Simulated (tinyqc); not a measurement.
From results back to parameters: metal-induced gap states at the contact of a metal chain and a two-band chain. Two cases, with inputs chosen for the exercise.

Problem. With gap states the barrier for electrons is phi = S (W - chi - p) + p, W being the work function of the metal, S the pinning factor and p the depth of the neutrality level below the conduction edge. The barriers for two metals come from hidden S and p, those of the chain and not of a measured contact.

Case 1.

Values chosen (out of a larger set: gap and optical dielectric constant near those of Si; the chain itself is a model; not measured data): W1 = 4.05 eV (work function of metal 1); W2 = 5.44 eV (of metal 2); chi = 3.97 eV (electron affinity).

barriers (eV): metal 1 0.43720, metal 2 0.58593

Case 2.

Values chosen (out of a larger set: gap and optical dielectric constant near those of HfO2; the chain itself is a model; not measured data): W1 = 4.14 eV (work function of metal 1); W2 = 5.69 eV (of metal 2); chi = 2.39 eV (electron affinity).

barriers (eV): metal 1 2.43040, metal 2 3.49215

Find: S, p (eV).

Solution. The slope of the barrier against W is S; then p = (phi1 - S (W1 - chi))/(1 - S).

Case 1.

S, p (eV): 0.107  0.480

Case 2.

S, p (eV): 0.685  3.910

Computed by tinyqc, one run a case: `OMP_NUM_THREADS=1 python tinyqc.py N N+1 out.jsonl` with N = 1450010, 1450026; one thread of a shared Intel(R) Xeon(R) Processor @ 2.30GHz, about 0.01 s a run at most.
